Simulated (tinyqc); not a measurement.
# Van der Pauw, Hall and four-point-probe measurements on a doped layer: correction factor against the shape of the sample

A uniform n-type layer with sheet resistance Rs = 1/(q ns mu), point contacts, low field (mu B small).

Rs = 1/(q ns mu). For a rectangle with contacts at the corners, RA = (8 Rs/pi) sum_(k>=0) ln coth((2k + 1) pi a/(2 b)) with current along a short side b and voltage along the opposite one, RB the same with a and b exchanged. ar = a/b. F = Rs/[(pi/ln 2)(RA + RB)/2]; small-asymmetry estimate 1 - (ln 2/2) d^2 - ((ln 2)^2/4 - (ln 2)^3/12) d^4 with d = (RB - RA)/(RB + RA).

Inputs (values chosen for the exercise):

| symbol | value | unit | meaning |
|---|---|---|---|
| ns | 2.4e15 | cm^-2 | sheet density of the layer |
| mu | 96 | cm^2/(V s) | drift mobility |

Constants: q = 1.602176634e-19 C. Results are converted to the units shown.

Results:
```
ar     RA (ohm)  RB (ohm)   RB/RA        F  estimate of F
1        5.9770    5.9770  1.0000   1.0000         1.0000
1.34     2.0495    13.394  6.5355  0.77403        0.78609
2.03    0.23447    31.201  133.07  0.38027        0.57672
2.37   0.080576    40.335  500.59  0.29577        0.56529
2.71   0.027690    49.519  1788.4  0.24126        0.56225
3.06  0.0092212    58.992  6397.4  0.20261        0.56140
3.4   0.0031688    68.199   21522  0.17527        0.56116
```

Estimate the missing row, ar = 1.69.

Computed row:
```
ar    RA (ohm)  RB (ohm)   RB/RA        F  estimate of F
1.69   0.68233    22.213  32.554  0.52212        0.62128
```

With this row back in the table: RB/RA rises from 1.00 to 21500 and F falls from 1.00 to 0.175. The estimate is 19 % above F at a/b = 1.69 and 3.20 times it in the last row. RA shrinks about as exp(-pi a/b): by a factor of 2.91 between the last two rows, against 2.91.

tinyqc, about 0.06 s, one thread, Intel Xeon 2.30GHz (shared host): `OMP_NUM_THREADS=1 python tinyqc.py 2850166 2850167 out.jsonl`
